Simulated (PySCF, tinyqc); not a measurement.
Worked calculation: RHF in the sto-3g basis, for H4, spin multiplicity 1. The lowest restricted solution is unstable here: a spin-polarised one lies 0.0807 hartree lower (PySCF). Computed by tinyqc, a small Python program that keeps every step (integrals from PySCF). Settings: charge = 0, multiplicity = 1, basis = sto-3g, energy threshold = 1e-08, iteration cap = 69, orthogonalisation = symmetric, start = core, DIIS depth = 0, method = RHF. Command: `OMP_NUM_THREADS=1 python tinyqc.py 23370 23371 out.jsonl` (the two numbers bound the seeds that draw the settings). One thread of a shared host (Intel(R) Xeon(R) Processor @ 2.60GHz), about 0.04 s of CPU time with the checks. Later iterations appear only in the table of the cycle.

## One-electron integrals

Geometry (angstrom):
```
atom       x       y       z
H     0.0000  0.0000  0.0000
H     0.0000  0.0000  1.4290
H     0.0000  2.0570  0.0000
H     0.0000  2.0570  1.4290
```

Basis sto-3g: exponents (1/bohr^2) and contraction coefficients of normalised primitives:
```
element  l (shell)  exponent  coefficient
H            s (1)    3.4253       0.1543
H            s (1)    0.6239       0.5353
H            s (1)    0.1689       0.4446
```

Overlap, kinetic and nuclear-attraction integrals over the contracted functions; the nuclear repulsion is the sum of Za Zb / Rab.

nuclear repulsion = 1.677695 hartree

overlap S:
```
        1H 1s   2H 1s   3H 1s   4H 1s
1H 1s  1.0000  0.2840  0.1085  0.0491
2H 1s  0.2840  1.0000  0.0491  0.1085
3H 1s  0.1085  0.0491  1.0000  0.2840
4H 1s  0.0491  0.1085  0.2840  1.0000
```

kinetic energy T (hartree):
```
         1H 1s    2H 1s    3H 1s    4H 1s
1H 1s   0.7600   0.0165  -0.0107  -0.0106
2H 1s   0.0165   0.7600  -0.0106  -0.0107
3H 1s  -0.0107  -0.0106   0.7600   0.0165
4H 1s  -0.0106  -0.0107   0.0165   0.7600
```

nuclear attraction V (hartree):
```
         1H 1s    2H 1s    3H 1s    4H 1s
1H 1s  -2.0634  -0.5152  -0.1815  -0.0839
2H 1s  -0.5152  -2.0634  -0.0839  -0.1815
3H 1s  -0.1815  -0.0839  -2.0634  -0.5152
4H 1s  -0.0839  -0.1815  -0.5152  -2.0634
```

core Hamiltonian H = T + V (hartree):
```
         1H 1s    2H 1s    3H 1s    4H 1s
1H 1s  -1.3033  -0.4988  -0.1922  -0.0945
2H 1s  -0.4988  -1.3033  -0.0945  -0.1922
3H 1s  -0.1922  -0.0945  -1.3033  -0.4988
4H 1s  -0.0945  -0.1922  -0.4988  -1.3033
```

## Two-electron integrals

Functions are numbered as in S; the eight-fold symmetry (ij|kl) = (ji|kl) = (kl|ij) leaves the list below.

Two-electron integrals (ij|kl) in chemists' order, unique and non-zero (hartree):
```
(11|11) 0.7746   (21|11) 0.1554   (21|21) 0.0465   (22|11) 0.3610
(22|21) 0.1554   (22|22) 0.7746   (31|11) 0.0501   (31|21) 0.0118
(31|22) 0.0320   (31|31) 0.0060   (32|11) 0.0184   (32|21) 0.0058
(32|22) 0.0201   (32|31) 0.0023   (32|32) 0.0012   (33|11) 0.2566
(33|21) 0.0683   (33|22) 0.2112   (33|31) 0.0501   (33|32) 0.0201
(33|33) 0.7746   (41|11) 0.0201   (41|21) 0.0058   (41|22) 0.0184
(41|31) 0.0023   (41|32) 0.0011   (41|33) 0.0184   (41|41) 0.0012
(42|11) 0.0320   (42|21) 0.0118   (42|22) 0.0501   (42|31) 0.0038
(42|32) 0.0023   (42|33) 0.0320   (42|41) 0.0023   (42|42) 0.0060
(43|11) 0.0683   (43|21) 0.0202   (43|22) 0.0683   (43|31) 0.0118
(43|32) 0.0058   (43|33) 0.1554   (43|41) 0.0058   (43|42) 0.0118
(43|43) 0.0465   (44|11) 0.2112   (44|21) 0.0683   (44|22) 0.2566
(44|31) 0.0320   (44|32) 0.0184   (44|33) 0.3610   (44|41) 0.0201
(44|42) 0.0501   (44|43) 0.1554   (44|44) 0.7746
```

## Orthogonalisation

S = U s U^T; symmetric (Loewdin) form X = U s^(-1/2) U^T, so that X^T S X = 1.

eigenvalues of S: 0.6566  0.7754  1.1264  1.4415

X:
```
         1H 1s    2H 1s    3H 1s    4H 1s
1H 1s   1.0362  -0.1486  -0.0520  -0.0027
2H 1s  -0.1486   1.0362  -0.0027  -0.0520
3H 1s  -0.0520  -0.0027   1.0362  -0.1486
4H 1s  -0.0027  -0.0520  -0.1486   1.0362
```

## Starting guess

The start is the orbitals of the core Hamiltonian; D = 2 C_occ C_occ^T.

D at the start:
```
         1H 1s    2H 1s    3H 1s    4H 1s
1H 1s   0.7907   0.7907  -0.0970  -0.0970
2H 1s   0.7907   0.7907  -0.0970  -0.0970
3H 1s  -0.0970  -0.0970   0.7907   0.7907
4H 1s  -0.0970  -0.0970   0.7907   0.7907
```

## Iteration 1: building the Fock matrix

J_ij = sum D_kl (ij|kl), K_ij = sum D_kl (ik|jl); F = H + J - 0.5 K; E = tr D H + tr D J / 2 - 0.25 tr D K + E_nn.

Coulomb J (hartree):
```
        1H 1s   2H 1s   3H 1s   4H 1s
1H 1s  1.5983  0.4525  0.1643  0.0777
2H 1s  0.4525  1.5983  0.0777  0.1643
3H 1s  0.1643  0.0777  1.5983  0.4525
4H 1s  0.0777  0.1643  0.4525  1.5983
```

exchange K (hartree):
```
        1H 1s   2H 1s   3H 1s   4H 1s
1H 1s  0.8874  0.5625  0.0947  0.0736
2H 1s  0.5625  0.8874  0.0736  0.0947
3H 1s  0.0947  0.0736  0.8874  0.5625
4H 1s  0.0736  0.0947  0.5625  0.8874
```

Fock matrix F (hartree):
```
         1H 1s    2H 1s    3H 1s    4H 1s
1H 1s  -0.1487  -0.3275  -0.0753  -0.0535
2H 1s  -0.3275  -0.1487  -0.0535  -0.0753
3H 1s  -0.0753  -0.0535  -0.1487  -0.3275
4H 1s  -0.0535  -0.0753  -0.3275  -0.1487
```

total energy of this density = -1.844885 hartree

## Iteration 1: diagonalisation and new density

Diagonalise F' = X^T F X, C = X C', fill 2 alpha and 2 beta electrons from the bottom; D = 2 C_occ C_occ^T. Each column has its largest component positive (the first on a tie).

F' = X^T F X (hartree):
```
         1        2        3        4
1  -0.0551  -0.3091  -0.0535  -0.0021
2  -0.3091  -0.0551  -0.0021  -0.0535
3  -0.0535  -0.0021  -0.0551  -0.3091
4  -0.0021  -0.0535  -0.3091  -0.0551
```

orbital energies (hartree): MO1 -0.4197, MO2 -0.3085, MO3 0.2026, MO4 0.3054

coefficients C:
```
          MO1      MO2      MO3      MO4
1H 1s  0.4164   0.4711   0.5678   0.6170
2H 1s  0.4164   0.4711  -0.5678  -0.6170
3H 1s  0.4164  -0.4711   0.5678  -0.6170
4H 1s  0.4164  -0.4711  -0.5678   0.6170
```

D after iteration 1:
```
         1H 1s    2H 1s    3H 1s    4H 1s
1H 1s   0.7907   0.7907  -0.0970  -0.0970
2H 1s   0.7907   0.7907  -0.0970  -0.0970
3H 1s  -0.0970  -0.0970   0.7907   0.7907
4H 1s  -0.0970  -0.0970   0.7907   0.7907
```

## Iteration 2: building the Fock matrix

As before.

Coulomb J (hartree):
```
        1H 1s   2H 1s   3H 1s   4H 1s
1H 1s  1.5983  0.4525  0.1643  0.0777
2H 1s  0.4525  1.5983  0.0777  0.1643
3H 1s  0.1643  0.0777  1.5983  0.4525
4H 1s  0.0777  0.1643  0.4525  1.5983
```

exchange K (hartree):
```
        1H 1s   2H 1s   3H 1s   4H 1s
1H 1s  0.8874  0.5625  0.0947  0.0736
2H 1s  0.5625  0.8874  0.0736  0.0947
3H 1s  0.0947  0.0736  0.8874  0.5625
4H 1s  0.0736  0.0947  0.5625  0.8874
```

Fock matrix F (hartree):
```
         1H 1s    2H 1s    3H 1s    4H 1s
1H 1s  -0.1487  -0.3275  -0.0753  -0.0535
2H 1s  -0.3275  -0.1487  -0.0535  -0.0753
3H 1s  -0.0753  -0.0535  -0.1487  -0.3275
4H 1s  -0.0535  -0.0753  -0.3275  -0.1487
```

total energy of this density = -1.844885 hartree

## Iteration 2 (converged): orbitals

As before.

F' = X^T F X (hartree):
```
         1        2        3        4
1  -0.0551  -0.3091  -0.0535  -0.0021
2  -0.3091  -0.0551  -0.0021  -0.0535
3  -0.0535  -0.0021  -0.0551  -0.3091
4  -0.0021  -0.0535  -0.3091  -0.0551
```

orbital energies (hartree): MO1 -0.4197, MO2 -0.3085, MO3 0.2026, MO4 0.3054

coefficients C:
```
          MO1      MO2      MO3      MO4
1H 1s  0.4164   0.4711   0.5678   0.6170
2H 1s  0.4164   0.4711  -0.5678  -0.6170
3H 1s  0.4164  -0.4711   0.5678  -0.6170
4H 1s  0.4164  -0.4711  -0.5678   0.6170
```

D after iteration 2:
```
         1H 1s    2H 1s    3H 1s    4H 1s
1H 1s   0.7907   0.7907  -0.0970  -0.0970
2H 1s   0.7907   0.7907  -0.0970  -0.0970
3H 1s  -0.0970  -0.0970   0.7907   0.7907
4H 1s  -0.0970  -0.0970   0.7907   0.7907
```

## Convergence

Stop when the energy changes by less than 1e-08 hartree and every element of the error matrix X^T (F D S - S D F) X is below 3e-05.

Course of the cycle:
```
iteration  E (hartree)     change  largest element of the error matrix
1            -1.844885          -                             6.59e-15
2            -1.844885  -8.88e-16                             1.21e-15
```

PySCF RHF in the same basis = -1.844885 hartree

Converged in 2 iterations.

## Populations, bond orders and dipole

Mulliken: Z minus the diagonal of D S on the atom; Loewdin: the same with S^(1/2) D S^(1/2); Mayer order: 2 sum_s sum (D(s) S)_ij (D(s) S)_ji over the two atoms.

Charges (e):
```
atom  Mulliken  Loewdin
1H           0        0
2H           0        0
3H           0        0
4H           0        0
```

Mayer bond orders:
```
pair   order
2-1   1.0000
3-1        0
3-2        0
4-1        0
4-2        0
4-3   1.0000
```

dipole moment about the origin, x y z (debye): 0.0000  0.0000  0.0000
